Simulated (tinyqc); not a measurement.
Concentration-dependent dopant diffusion with charged defects and the built-in field: one step, computed by the program tinyqc.

A constant source C_s feeds a half space. The dopant moves through neutral point defects and through charged ones, whose number grows with the majority carrier density n.

Task: Intrinsic density and partial diffusivities. n_i = 3.87e16 T^1.5 exp(-7014/T) per cm^3 (T in kelvin, an empirical form); each D = prefactor x exp(-E/(k_B T)); the intrinsic diffusivity D_i is their sum. Temperatures in kelvin are T(C) + 273.15.

Inputs (values chosen for the exercise, modelled on antimony in silicon): neutral prefactor D0x = 0.212 cm^2/s; neutral activation energy E0 = 3.64 eV; singly charged prefactor D01 = 16.1 cm^2/s; activation energy E1 = 4.07 eV; temperature T = 1150 C.

Field enhancement: on.

Constants: k_B = 8.617333262e-05 eV/K.

Give: n_i; partial diffusivities; intrinsic diffusivity D_i.

Result:

n_i = 1.504e+19 1/cm^3

partial diffusivities (cm^2/s): Dx 2.729e-14, D1 6.220e-14

intrinsic diffusivity D_i = 8.950e-14 cm^2/s
